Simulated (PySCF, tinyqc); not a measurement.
CISD on RHF in the 6-311g basis, for H2, spin multiplicity 1, step by step. The lowest restricted solution is unstable here: a spin-polarised one lies 0.0011 hartree lower (PySCF). One step of it, computed by the program tinyqc.

Problem. CISD: determinants and Hamiltonian. Slater-Condon rules over spin orbitals, with the nuclear repulsion added and E(HF) subtracted on the diagonal. Only determinants linked to the reference directly or through others are kept (one block of an abelian symmetry group), so some states are absent.

one-electron integrals over orbitals h = C^T H C (hartree):
```
,1,2,3,4,5,6
1,-0.993074,0.000000,0.107231,0.000000,0.000000,0.040985
2,0.000000,-0.598319,0.000000,0.190863,0.034117,0.000000
3,0.107231,0.000000,-0.288447,0.000000,0.000000,-0.114830
4,0.000000,0.190863,0.000000,-0.245876,-0.167479,0.000000
5,0.000000,0.034117,0.000000,-0.167479,1.514577,0.000000
6,0.040985,0.000000,-0.114830,0.000000,0.000000,1.562031
```

Two-electron integrals over orbitals (pq|rs), unique and non-zero (hartree):
```
p,q,r,s,(pq|rs)
1,1,1,1,0.512674
2,1,2,1,0.099394
2,2,1,1,0.386315
2,2,2,2,0.339995
3,1,1,1,-0.107231
3,1,2,2,-0.054283
3,1,3,1,0.051581
3,2,2,1,-0.004891
3,2,3,2,0.024959
3,3,1,1,0.345131
3,3,2,2,0.290087
3,3,3,1,-0.040596
3,3,3,3,0.279164
4,1,2,1,-0.077829
4,1,3,2,0.025136
4,1,4,1,0.080672
4,2,1,1,-0.134346
4,2,2,2,-0.075502
4,2,3,1,0.053786
4,2,3,3,-0.056050
4,2,4,2,0.071422
4,3,2,1,0.070374
4,3,3,2,0.002767
4,3,4,1,-0.051519
4,3,4,3,0.057176
4,4,1,1,0.408419
4,4,2,2,0.337702
4,4,3,1,-0.073342
4,4,3,3,0.295480
4,4,4,2,-0.091947
4,4,4,4,0.352593
5,1,2,1,-0.027433
5,1,3,2,0.023030
5,1,4,1,0.043409
5,1,4,3,-0.025228
5,1,5,1,0.059954
5,2,1,1,-0.030775
5,2,2,2,-0.004662
5,2,3,1,0.026451
5,2,3,3,-0.010070
5,2,4,2,0.022292
5,2,4,4,-0.026470
5,2,5,2,0.037753
5,3,2,1,0.037172
5,3,3,2,-0.016290
5,3,4,1,-0.042833
5,3,4,3,0.025443
5,3,5,1,-0.036600
5,3,5,3,0.030256
5,4,1,1,0.105444
5,4,2,2,0.054414
5,4,3,1,-0.050725
5,4,3,3,0.045473
5,4,4,2,-0.056573
5,4,4,4,0.077731
5,4,5,2,-0.044086
5,4,5,4,0.072588
5,5,1,1,0.535867
5,5,2,2,0.408425
5,5,3,1,-0.127750
5,5,3,3,0.351460
5,5,4,2,-0.159312
5,5,4,4,0.443097
5,5,5,2,-0.072908
5,5,5,4,0.163520
5,5,5,5,0.658022
6,1,1,1,-0.040985
6,1,2,2,-0.025373
6,1,3,1,0.030063
6,1,3,3,-0.015031
6,1,4,2,0.033901
6,1,4,4,-0.044260
6,1,5,2,0.041476
6,1,5,4,-0.056726
6,1,5,5,-0.109701
6,1,6,1,0.062653
6,2,2,1,-0.027902
6,2,3,2,0.015728
6,2,4,1,0.036410
6,2,4,3,-0.024451
6,2,5,1,0.044206
6,2,5,3,-0.027847
6,2,6,2,0.035206
6,3,1,1,0.072447
6,3,2,2,0.045901
6,3,3,1,-0.031627
6,3,3,3,0.029917
6,3,4,2,-0.039398
6,3,4,4,0.057469
6,3,5,2,-0.024457
6,3,5,4,0.045355
6,3,5,5,0.113920
6,3,6,1,-0.037796
6,3,6,3,0.032564
6,4,2,1,0.049649
6,4,3,2,-0.025480
6,4,4,1,-0.059812
6,4,4,3,0.035593
6,4,5,1,-0.057955
6,4,5,3,0.042905
6,4,6,2,-0.045948
6,4,6,4,0.067146
6,5,2,1,0.143652
6,5,3,2,-0.034340
6,5,4,1,-0.139075
6,5,4,3,0.104888
6,5,5,1,-0.106312
6,5,5,3,0.090511
6,5,6,2,-0.088062
6,5,6,4,0.132719
6,5,6,5,0.312583
6,6,1,1,0.559830
6,6,2,2,0.412886
6,6,3,1,-0.137659
6,6,3,3,0.362084
6,6,4,2,-0.170705
6,6,4,4,0.455062
6,6,5,2,-0.081600
6,6,5,4,0.175073
6,6,5,5,0.680419
6,6,6,1,-0.112156
6,6,6,3,0.118465
6,6,6,6,0.713984
```

nuclear repulsion = 0.42470081 hartree

Hartree-Fock energy = -1.04877365 hartree

Give: determinants; H - E(HF) between determinants.

Solution.

Occupation strings over the orbitals (2 doubly, a alpha, b beta, 0 empty; spin orbitals ordered 1a 1b 2a 2b ...): 200000 a0b000 a0000b b0a000 b0000a 020000 0a0b00 0a00b0 002000 00a00b 0b0a00 000200 000ab0 0b00a0 000ba0 000020 00b00a 000002

H - E(HF) between determinants (hartree):
```
,200000,a0b000,a0000b,b0a000,b0000a,020000,0a0b00,0a00b0,002000,00a00b,0b0a00,000200,000ab0,0b00a0,000ba0,000020,00b00a,000002
200000,0.0000,0.0000,0.0000,0.0000,0.0000,0.0994,-0.0778,-0.0274,0.0516,0.0301,0.0778,0.0807,0.0434,0.0274,-0.0434,0.0600,-0.0301,0.0627
a0b000,0.0000,0.5371,-0.0424,-0.0516,-0.0301,-0.0049,0.0704,0.0372,0.0666,-0.0316,-0.0251,-0.0515,-0.0428,-0.0230,0.0252,-0.0366,-0.0260,-0.0378
a0000b,0.0000,-0.0424,2.6023,-0.0301,-0.0627,-0.0279,0.0496,0.1437,-0.0316,-0.0304,-0.0364,-0.0598,-0.1391,-0.0442,0.0580,-0.1063,0.0378,-0.0712
b0a000,0.0000,-0.0516,-0.0301,0.5371,-0.0424,0.0049,-0.0251,-0.0230,-0.0666,-0.0260,0.0704,0.0515,0.0252,0.0372,-0.0428,0.0366,-0.0316,0.0378
b0000a,0.0000,-0.0301,-0.0627,-0.0424,2.6023,0.0279,-0.0364,-0.0442,0.0316,0.0378,0.0496,0.0598,0.0580,0.1437,-0.1391,0.1063,-0.0304,0.0712
020000,0.0994,-0.0049,-0.0279,0.0049,0.0279,0.6168,0.1154,0.0295,0.0250,0.0157,-0.1154,0.0714,0.0223,-0.0295,-0.0223,0.0378,-0.0157,0.0352
0a0b00,-0.0778,0.0704,0.0496,-0.0251,-0.0364,0.1154,0.9670,-0.1131,0.0028,-0.0255,-0.0714,0.0989,-0.0566,-0.0223,-0.0076,-0.0441,0.0245,-0.0459
0a00b0,-0.0274,0.0372,0.1437,-0.0230,-0.0442,0.0295,-0.1131,2.7982,-0.0163,-0.0343,-0.0223,-0.0566,0.0316,-0.0378,0.0441,-0.0388,0.0278,-0.0881
002000,0.0516,0.0666,-0.0316,-0.0666,0.0316,0.0250,0.0028,-0.0163,1.1757,-0.0849,-0.0028,0.0572,0.0254,0.0163,-0.0254,0.0303,0.0849,0.0326
00a00b,0.0301,-0.0316,-0.0304,-0.0260,0.0378,0.0157,-0.0255,-0.0343,-0.0849,3.1091,0.0245,0.0356,0.1049,0.0278,-0.0429,0.0905,-0.0326,0.0036
0b0a00,0.0778,-0.0251,-0.0364,0.0704,0.0496,-0.1154,-0.0714,-0.0223,-0.0028,0.0245,0.9670,-0.0989,-0.0076,-0.1131,-0.0566,0.0441,-0.0255,0.0459
000200,0.0807,-0.0515,-0.0598,0.0515,0.0598,0.0714,0.0989,-0.0566,0.0572,0.0356,-0.0989,1.3343,-0.0897,0.0566,0.0897,0.0726,-0.0356,0.0671
000ab0,0.0434,-0.0428,-0.1391,0.0252,0.0580,0.0223,-0.0566,0.0316,0.0254,0.1049,-0.0076,-0.0897,3.1853,0.0441,-0.0726,-0.0040,-0.0429,0.1327
0b00a0,0.0274,-0.0230,-0.0442,0.0372,0.1437,-0.0295,-0.0223,-0.0378,0.0163,0.0278,-0.1131,0.0566,0.0441,2.7982,0.0316,0.0388,-0.0343,0.0881
000ba0,-0.0434,0.0252,0.0580,-0.0428,-0.1391,-0.0223,-0.0076,0.0441,-0.0254,-0.0429,-0.0566,0.0897,-0.0726,0.0316,3.1853,0.0040,0.1049,-0.1327
000020,0.0600,-0.0366,-0.1063,0.0366,0.1063,0.0378,-0.0441,-0.0388,0.0303,0.0905,0.0441,0.0726,-0.0040,0.0388,0.0040,5.1607,-0.0905,0.3126
00b00a,-0.0301,-0.0260,0.0378,-0.0316,-0.0304,-0.0157,0.0245,0.0278,0.0849,-0.0326,-0.0255,-0.0356,-0.0429,-0.0343,0.1049,-0.0905,3.1091,-0.0036
000002,0.0627,-0.0378,-0.0712,0.0378,0.0712,0.0352,-0.0459,-0.0881,0.0326,0.0036,0.0459,0.0671,0.1327,0.0881,-0.1327,0.3126,-0.0036,5.3115
```
